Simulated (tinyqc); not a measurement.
Froehlich polaron in a polar crystal. From one set of inputs to another, one input at a time. Computed by tinyqc, a small Python program. Command: `OMP_NUM_THREADS=1 python tinyqc.py 3010995 3010996 out.jsonl frohlich ladder`. One thread of a shared host (Intel(R) Xeon(R) Processor @ 2.30GHz), about 0.1 s of CPU time with the checks.

One electron in a parabolic band of mass m*, coupled to dispersionless LO phonons in the continuum model. Energies are in units of hbar omega unless marked, wave numbers in k_0 = sqrt(2 m* omega/hbar).

The inputs printed are set A. Set A is modelled on gallium nitride; the values taken over come from a set modelled on gallium arsenide. Inputs not listed in the table keep their values of set A, so the rows need not describe a real material.

Inputs (values chosen for the exercise, modelled on gallium nitride):

| quantity | value | unit |
|---|---|---|
| band mass m* | 0.186 | m_0 |
| LO phonon energy hbar omega | 96.4 | meV |
| eps_inf | 5.38 | - |
| static dielectric constant eps_s | 9.92 | - |
| temperature T | 77 | K |

Constants: hbar^2/(2 m_0) = 3.80998212 eV angstrom^2; e^2/(4 pi eps_0) = 14.39964548 eV angstrom; k_B = 8.617333262e-05 eV/K; hbar = 6.582119569e-16 eV s; e = 1.602176634e-19 C; m_0 = 9.1093837015e-31 kg.

Method:
- 1/eps* = 1/eps_inf - 1/eps_s; k_0 = sqrt(2 m* omega/hbar) = sqrt(m* hbar omega / (hbar^2/(2 m_0))) with m* in m_0; alpha = (e^2/(4 pi eps_0)) k_0/(2 eps* hbar omega); polaron length 1/k_0.
- Feynman's bound: E(v, w) = 3 (v - w)^2/(4 v) - (alpha v/sqrt(pi)) int_0^infinity e^-u D(u)^(-1/2) du, D = w^2 u + ((v^2 - w^2)/v)(1 - e^(-v u)); integrals by 80 Gauss-Legendre points in s from 0 to 1 with u = 40 s^2.
- Minimise over v > w > 0 (simplex search); mass m_p/m* = 1 + (alpha v^3/(3 sqrt(pi))) int u^2 e^-u D^(-3/2) du.
- Scattering by absorption of an LO phonon: 1/tau = 2 alpha omega n, n = 1/(exp(hbar omega/(k_B T)) - 1); mu = e tau/m*, the weak-coupling result for k_B T well below hbar omega.

Each row keeps all changes above it:

| input moved | from | to | polaron energy, Feynman (meV) | m_p/m*, Feynman | mobility (cm^2/(V s)) |
|---|---|---|---|---|---|
| set A | - | - | -42.25 | 1.078 | 1.511e+08 |
| static dielectric constant eps_s | 9.92 | 12.5 | -52.65 | 1.098 | 1.214e+08 |
| band mass m* (m_0) | 0.186 | 0.0686 | -31.89 | 1.058 | 5.419e+08 |
| temperature T (K) | 77 | 400 | -31.89 | 1.058 | 4.089e+03 |
| eps_inf | 5.38 | 11 | -3.27 | 1.006 | 3.969e+04 |
| LO phonon energy hbar omega (meV) | 96.4 | 37.8 | -2.05 | 1.009 | 8.211e+03 |

Which inputs carry the difference?

Polaron energy, Feynman goes from -42.2 to -2.05, +40.2 in all. The largest single move comes from eps_inf (+28.6), and static dielectric constant eps_s works against it (-10.4). m_p/m*, Feynman goes from 1.08 to 1.01, a factor 0.936 in all. The largest single move comes from eps_inf (a factor 0.951), and static dielectric constant eps_s works against it (a factor 1.019). Mobility goes from 1.51e8 to 8210, a factor 5.44e-5 in all. The largest single move comes from temperature T (a factor 7.55e-6), and eps_inf works against it (a factor 9.71). The single moves hold for this order of the switches; the total does not depend on the order.

Caution (rows set A, static dielectric constant eps_s, band mass m*): LO phonons are so rare at this T that impurities and acoustic phonons, left out here, limit the real mobility. Caution (rows temperature T, eps_inf, LO phonon energy hbar omega): this mobility formula holds for weak coupling and k_B T well below hbar omega, and it leaves out all other scattering.

Extremes, crossings and ranges named in words are read from the listed rows.
